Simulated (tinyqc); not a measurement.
Graded p-n junction, non-linear Poisson equation by Newton steps: one step of the calculation.

One dimension, p side on the left, n side on the right; net doping C = (Nd - Na)/2 + ((Nd + Na)/2) tanh(x/Lg). The potential psi is counted from the intrinsic level, and the quasi-Fermi potentials are flat: 0 for holes and -V for electrons, so n = ni exp((psi + V)/Vt) and p = ni exp(-psi/Vt) (Boltzmann statistics, full ionisation, no current).

Task. Intrinsic density, end potentials and Debye lengths. ni = sqrt(Nc Nv) exp(-Eg/(2 Vt)), Eg in volts; psi_p = -Vt ln(Na/ni), psi_n = Vt ln(Nd/ni) - V; Debye length sqrt(eps0 eps_r Vt/(q N)).

Values chosen for this exercise; band and dielectric values close to those of cadmium telluride: temperature T = 300 K; band gap Eg = 1.48 eV; relative permittivity eps_r = 10; conduction-band density of states at T Nc = 7.93e17 cm^-3; valence-band density of states at T Nv = 1.76e19 cm^-3; acceptor density of the p side Na = 1.3e18 cm^-3; donor density of the n side Nd = 2e16 cm^-3; bias of the p side against the n side V = 0 V.

Constants: q = 1.602176634e-19 C, kB = 1.380649e-23 J/K, Vt = kB T/q, eps0 = 8.8541878128e-14 F/cm where lengths are in cm. Results are converted to the units shown.

Find: ni; psi_p; psi_n; Debye length, p side; Debye length, n side.

Result.

ni = 1.383e6 cm^-3
psi_p = -0.7127 V
psi_n = 0.6048 V
Debye length, p side = 3.315 nm
Debye length, n side = 26.73 nm

Numbers from tinyqc (`OMP_NUM_THREADS=1 python tinyqc.py 2000015 2000016 out.jsonl`; about 0.06 s on one thread of a shared Intel Xeon 2.30GHz).
